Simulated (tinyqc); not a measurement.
Gain factor and gap resistance from two string resistances.

Inverse problem. At small bit-line voltage each of the 48 cells has the resistance 1/(K x) at overdrive x (no mobility reduction) in series with a gap resistance Rg. Find K, Rg and the share of the gaps at the higher overdrive.

resistance of a string of 48 equal cells at overdrives of 4.2 and 8.5 V (kohm): 2317.6964  1184.0664

Solution. The resistance per cell is a straight line in 1/x with slope 1/K and intercept Rg.

K = 5.100 uA/V^2
Rg = 1.600 kohm
share of the gaps = 6.486 %

Program tinyqc, `OMP_NUM_THREADS=1 python tinyqc.py 2142263 2142264 out.jsonl`; Intel Xeon 2.30GHz, shared host, one thread, about 0.4 s.
